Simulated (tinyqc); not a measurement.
Defect, radiative and Auger recombination at equal electron and hole densities (ABC model): sweeps and comparisons. A value that a table varies takes the place of the one given here.

J/(e d) = Ae n + B n^2 + C n^3 with Ae = A + 4 S/w (four side walls, carriers spread evenly), e = 1.602176634e-19 C, lengths in cm; internal efficiency IQE = B n^2/(Ae n + B n^2 + C n^3); all injected carriers recombine in the layer.

Inputs chosen for the exercise (orders of magnitude like those quoted for InP; the results hold for these values, not for the real material):
- A = 39000000 1/s (defect rate)
- B = 1.1e-10 cm^3/s (radiative coefficient)
- C = 7e-31 cm^6/s (Auger coefficient)
- S = 16 cm/s (recombination velocity of the side walls)
- w = 3.2 micrometre (side of the square mesa)
- d = 94 nm (active thickness)
- S2 = 38000 cm/s (recombination velocity of the side walls in this comparison)
- J = 380 A/cm^2 (current density)

## Efficiency against current

The slope is d ln(B n^2)/d ln J = 2 (Ae + B n + C n^2)/(Ae + 2 B n + 3 C n^2).

Results:

| J (A/cm^2) | n (1/cm^3) | IQE | slope | differential lifetime (ns) |
|---|---|---|---|---|
| 10 | 1.25e+17 | 0.260 | 1.587 | 15.0 |
| 40 | 3.44e+17 | 0.491 | 1.340 | 8.68 |
| 2.0e+02 | 9.33e+17 | 0.720 | 1.157 | 4.06 |
| 6.0e+02 | 1.72e+18 | 0.821 | 1.087 | 2.35 |
| 3.0e+03 | 4.03e+18 | 0.898 | 1.029 | 1.04 |
| 1.0e+04 | 7.42e+18 | 0.913 | 1.000 | 0.559 |
| 4.0e+04 | 1.47e+19 | 0.895 | 0.970 | 0.268 |
| 2.0e+05 | 3.16e+19 | 0.825 | 0.927 | 0.110 |
| 6.0e+05 | 5.20e+19 | 0.747 | 0.892 | 0.0582 |
| 3.0e+06 | 1.04e+20 | 0.600 | 0.835 | 0.0218 |

What does this show?

IQE peaks at 0.913 for J = 1.02e+04 A/cm^2, where the slope passes 1. It is 0.26 at the lowest current and 0.6 at the highest, a droop of 34 %. The slope runs from 1.59 to 0.83; its limits are 2 (defects alone), 1 (radiation alone) and 2/3 (Auger alone). Rows above 1e5 A/cm^2 (3 of them) are formal: heating, left out, would destroy a real device. In the 6 rows above about 2e18 1/cm^3 the bands are degenerate: B saturates and stimulated emission, left out, would clamp n in a laser cavity.

## Shrinking the mesa

S = S2; w takes the values listed.

Results:

| w (micrometre) | Ae (1/s) | IQE_max | J at the peak (A/cm^2) | IQE at J |
|---|---|---|---|---|
| 200 | 4.66e+07 | 0.906 | 1.22e+04 | 0.751 |
| 100 | 5.42e+07 | 0.899 | 1.43e+04 | 0.718 |
| 50 | 6.94e+07 | 0.888 | 1.85e+04 | 0.657 |
| 20 | 1.15e+08 | 0.860 | 3.17e+04 | 0.506 |
| 10 | 1.91e+08 | 0.826 | 5.47e+04 | 0.335 |
| 5 | 3.43e+08 | 0.780 | 1.04e+05 | 0.164 |
| 2 | 7.99e+08 | 0.699 | 2.70e+05 | 0.0401 |
| 1 | 1.56e+09 | 0.625 | 5.91e+05 | 0.0112 |

How do the results move?

The walls equal the bulk defect rate at w = 4 S/A = 39 micrometre. From 200 to 1 micrometre the peak efficiency falls from 0.906 to 0.625 and moves to a current 48.5 times higher; at the fixed J the efficiency goes from 0.751 to 0.0112. For large w diffusion to the walls, left out here, would limit the loss.

## Spreading the carriers over a thicker layer

d is multiplied by the factor listed, at the same J.

Results:

| factor | n (1/cm^3) | defect | radiative | Auger |
|---|---|---|---|---|
| 0.10 | 4.55e+18 | 0.0707 | 0.903 | 0.0262 |
| 0.20 | 3.18e+18 | 0.0989 | 0.883 | 0.0179 |
| 0.50 | 1.96e+18 | 0.152 | 0.837 | 0.0104 |
| 1.0 | 1.34e+18 | 0.208 | 0.785 | 0.00670 |
| 2.0 | 9.05e+17 | 0.281 | 0.715 | 0.00412 |
| 5.0 | 5.22e+17 | 0.405 | 0.593 | 0.00197 |
| 10 | 3.33e+17 | 0.517 | 0.482 | 0.00102 |
| 20 | 2.04e+17 | 0.635 | 0.364 | 0.000474 |

How do the results move?

The best factor listed is 0.1 (IQE 0.9031); the optimum factor equals J/J_peak = 0.0374, a layer of 3.52 nm, since only J/d matters and the peak value 0.913 does not depend on d. A thicker layer trades Auger loss (0.0262 to 0.000474) for defect loss (0.0707 to 0.635).

## What moves the efficiency

IQE_max = Q/(Q + 2) with Q = B/sqrt(Ae C), reached at n = sqrt(Ae/C). Each row changes one parameter from the base and keeps the others.

Results:

| case | n (1/cm^3) | IQE | IQE_max | J at the peak (A/cm^2) |
|---|---|---|---|---|
| base | 1.342e+18 | 0.7848 | 0.9130 | 1.02e+04 |
| A = 78000000 1/s | 1.197e+18 | 0.6243 | 0.8814 | 2.10e+04 |
| B = 1.65e-10 cm^3/s | 1.121e+18 | 0.8219 | 0.9403 | 1.48e+04 |
| C = 1.4e-30 cm^6/s | 1.337e+18 | 0.7791 | 0.8813 | 5.26e+03 |
| d = 188 nm | 9.053e+17 | 0.7146 | 0.9130 | 2.03e+04 |
| J = 1140 A/cm^2 | 2.434e+18 | 0.8606 | 0.9130 | 1.02e+04 |
| w = 1.6 micrometre | 1.341e+18 | 0.7839 | 0.9128 | 1.02e+04 |

How do the results move?

The largest shifts from the base row, up to three for each result and ties (the steps differ in size, so this ranks the rows, not the parameters). n (1/cm^3): J +1.09e+18, d -4.36e+17, B -2.21e+17. IQE: A -0.160, J +0.0758, d -0.0703. IQE_max: C -0.0317, A -0.0316, B +0.0273; unchanged at the printed digits by d and J. J at the peak (A/cm^2): A +1.08e+04, d +1.02e+04, C -4.90e+03; unchanged at the printed digits by J and w.

Run: tinyqc, `OMP_NUM_THREADS=1 python tinyqc.py 1680480 1680481 out.jsonl`; Intel(R) Xeon(R) Processor @ 2.30GHz, one thread, shared host; about 0.01 s of CPU time with all checks.
